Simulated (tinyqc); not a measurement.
From results back to parameters: localisation in a chain with random site energies (transfer matrices). Three cases, with inputs chosen for the exercise.

Problem. In the localised range mean ln T = c - 2N/xi, xi being the localisation length in sites, and site energies spread evenly over a width W give xi = 24 (4t^2 - E^2)/W^2 for weak disorder. The two means come from a hidden xi.

Find: xi; W.

Method. The slope gives xi = 2 (N2 - N1)/(difference of the means), and W = sqrt(24 (4t^2 - E^2)/xi).

Case 1.

Values chosen: t = 0.92 eV (hopping); E = -0.28 eV (energy); N1 = 60 (first length); N2 = 279 (second length).

mean ln T: N1 -3.43460, N2 -15.02190

Solution.

xi = 37.8 sites
W = 1.45 eV

Case 2.

Values chosen: t = 1.26 eV (hopping); E = -1.21 eV (energy); N1 = 79 (first length); N2 = 185 (second length).

mean ln T: N1 -12.59375, N2 -29.15625

Solution.

xi = 12.8 sites
W = 3.03 eV

Case 3.

Values chosen: t = 1.01 eV (hopping); E = -0.51 eV (energy); N1 = 59 (first length); N2 = 145 (second length).

mean ln T: N1 -7.07381, N2 -17.31190

Solution.

xi = 16.8 sites
W = 2.34 eV

Computed by tinyqc, one run a case: `OMP_NUM_THREADS=1 python tinyqc.py N N+1 out.jsonl` with N = 1452104, 1452105, 1452137; one thread of a shared Intel(R) Xeon(R) Processor @ 2.30GHz, about 0.1 s a run at most.
